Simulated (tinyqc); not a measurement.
Energy and delay of logic against supply voltage: one step of the calculation.

One expression serves below and above threshold: I(Vg) = Ik [ln(1 + exp((Vg - VT + dd V)/(al nf Vt)))]^al, with I_on = I(V) and I_off = I(0). Gate delay td = kd C V/I_on, clock period LD td. Per gate and cycle the switching energy is act C V^2 and the leakage energy I_off V LD td. No short-circuit current, no variation. Minima are sought above 0.09 V; below a few Vt gates no longer switch and the model has no meaning.

Problem. Currents, delay and energies. I_on, I_off, td, clock frequency 1/(LD td), both energies and their sum.

Parameters, values chosen for the exercise; values of the order met in logic technologies:
```
symbol,value,unit,meaning
T,300,K,temperature
VT,0.32,V,threshold voltage at zero drain bias
nf,1.06,,slope factor
dd,0.02,,barrier lowering per volt of supply
Ik,0.37,uA,specific current of a gate
al,1.86,,exponent of the current law
C,2.4,fF,load capacitance of a gate
kd,0.7,,delay factor
LD,60,,logic depth
act,0.1,,activity factor
V,0.48,V,supply voltage
```

Constants: q = 1.602176634e-19 C, kB = 1.380649e-23 J/K, Vt = kB T/q. Results are converted to the units shown.

Wanted: I_on; I_off; td; clock frequency; switching energy; leakage energy; energy.

Solution.

I_on = 3.5306 uA
I_off = 0.0044459 nA
td = 228.40 ps
clock frequency = 0.072970 GHz
switching energy = 55.296 aJ
leakage energy = 0.029245 aJ
energy = 55.325 aJ

I_on/I_off = 7.94e5; leakage makes up 0.0529 % of the energy.

Numbers from tinyqc (`OMP_NUM_THREADS=1 python tinyqc.py 2082168 2082169 out.jsonl`; about 0.01 s on one thread of a shared Intel Xeon 2.30GHz).
